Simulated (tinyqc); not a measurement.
Length of a polyene: Hueckel, PPP and singles CI along the polyenes. Computed by the program tinyqc. Hueckel uses the same beta without repulsion; CIS keeps all single excitations and so misses the low, doubly excited 2Ag state. W is the valence ionisation energy of a centre, MN the Mataga-Nishimoto formula, f the oscillator strength.

All-trans chains of carbon centres 1.40 angstrom apart:
```
parameter,value
"beta (eV), times 1 +/- alternation",-2.630000
alternation,0.090000
W (eV),11.160000
gamma_rr (eV),11.000000
repulsion formula,Ohno
```

Gaps and excitations (eV):
```
centres,Hueckel gap,PPP orbital gap,bright singlet (CIS),f,lowest triplet (CIS)
2,5.733,13.246,7.477,0.641,3.990
6,2.945,9.208,4.923,1.621,2.389
8,2.451,8.418,4.343,2.027,2.114
10,2.136,7.909,3.952,2.398,1.951
12,1.919,7.560,3.677,2.747,1.848
14,1.761,7.311,3.475,3.081,1.779
```

Estimate the missing row, centres = 4.

Computed row:
```
centres  Hueckel gap  PPP orbital gap  bright singlet (CIS)      f  lowest triplet (CIS)
4              3.820           10.553                 5.848  1.168                 2.903
```

The Hueckel gap tends to 4 x alternation x |beta| = 0.95 eV for long chains. Exchange opens the PPP orbital gap, and the attraction of electron and hole brings the bright state 3.84 eV below it at 14 centres; the triplet lies 1.70 eV lower still.
